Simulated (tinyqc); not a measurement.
Threshold-voltage variability of a planar MOSFET, analytic estimates: two steps of the calculation.

Three independent sources add in quadrature: random dopants in the depleted layer, metal-gate grains of two orientations, and roughness of the two gate edges acting through the roll-off VT = VT(long) - Vr exp(-L/l). These are first-order estimates: no three-dimensional electrostatics, no percolation.

Inputs (values chosen for the exercise); material values those of a made-up semiconductor:
- T = 325 K (temperature)
- n = 1.18 (subthreshold factor)
- gI = 25 1/V (gm/I of a matched pair)
- sb = 1.5 % (spread of the gain factor of one device)
- Nb = 65536 (number of cells)
- Y = 0.95 (wanted yield)

Constants: q = 1.602176634e-19 C, kB = 1.380649e-23 J/K, Vt = kB T/q. Results are converted to the units shown.

Problem 1. Total spread, mismatch and leakage. s = sqrt(s1^2 + s2^2 + s3^2). For a pair: s(dVT) = sqrt(2) s; current mismatch sqrt(2) sqrt((gI s)^2 + sb^2); input offset = current mismatch/gI. For a Gaussian VT the off current is log-normal with mean/median = exp(s^2/(2 (n Vt)^2)).

s1 = 5.1327688 mV
s2 = 2.7235239 mV
s3 = 0.50849714 mV

Find: s; s(dVT); current mismatch; input offset; mean/median of Ioff.

Solution 1.

s = 5.833 mV
s(dVT) = 8.249 mV
current mismatch = 20.73 %
input offset = 8.292 mV
mean/median of Ioff = 1.016

Problem 2. Margin in standard deviations for the wanted yield. Cells fail independently with probability Q(k) = erfc(k/sqrt(2))/2 when the margin is k standard deviations, and Y = exp(-Nb Q(k)). phi = exp(-k^2/2)/sqrt(2 pi). Newton steps on ln Q(k) = ln(-ln(Y)/Nb): k(new) = k + [ln Q - ln(-ln(Y)/Nb)] Q/phi.

k after iteration 1 = 4.8757200

Wanted: Q(k); phi; k after iteration 2.

Solution 2.

Q(k) = 5.421e-7
phi = 2.746e-6
k after iteration 2 = 4.803

Numbers from tinyqc (`OMP_NUM_THREADS=1 python tinyqc.py 2090083 2090084 out.jsonl`; about 0.01 s on one thread of a shared Intel Xeon 2.30GHz).
